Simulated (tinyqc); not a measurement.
When the interface binds a state: heterojunction of two tight-binding chains.

Left chain: hopping -t1, sites at 2 t1 (band bottom 0). Right chain: hopping -t2, sites at dE + 2 t2 (bottom dE). t = c/(m a^2), c = hbar^2/2m0. The bond across the interface is -tc with tc = f sqrt(t1 t2), and the last left site has the extra energy U. In a chain E = bottom + 2t (1 - cos(ka)); the surface Green function of a half chain is g = -exp(ika)/t, with Im k > 0 where cos(ka) > 1.

Constants: hbar^2/2m0 = 3.80998211 eV angstrom^2.

Inputs chosen for the exercise (masses and offset of the size met at InGaAs / InAlAs; shifted at random, so the results belong to these values and not to a real crystal):
- a = 5.65 angstrom (site spacing)
- m1 = 0.045 m0 (mass on the left)
- m2 = 0.074 m0 (mass on the right)
- dE = 0.48 eV (band offset)
- f = 1 (factor on the interface hopping)

A state below both bands solves E - 2 t1 - U - S1(E) - S2(E) = 0 for E < 0, with S1 = -t1 z1, S2 = -(tc^2/t2) z2 and |z| < 1 the decaying root of z + 1/z = 2 - (E - bottom)/t. Decay lengths -a/ln|z|. The threshold is the U that solves the equation at E = 0. A dash: no bound state.

Interface state:
```
U (eV),E (eV),decay left (angstrom),decay right (angstrom)
-0.33,-,-,-
-0.66,-,-,-
-0.99,-,-,-
-1.22,-0.0045,137.6,10.4
-1.44,-0.0321,51.4,10.2
-1.77,-0.1050,28.4,9.5
-2.21,-0.2424,18.8,8.6
-3.32,-0.7341,10.9,6.7
```

threshold U = -1.1051 eV

How do the results move, and what explains it?

The step pushes the state out, so an attraction must exceed 1.1051 eV to bind; 5 of the 8 rows are bound. At U = -3.32 eV the state decays over 10.9 angstrom to the left and 6.7 to the right, where the band lies higher.

Run: tinyqc, `OMP_NUM_THREADS=1 python tinyqc.py 1451261 1451262 out.jsonl`; Intel(R) Xeon(R) Processor @ 2.30GHz, one thread, shared host; about 0.01 s of CPU time with all checks.
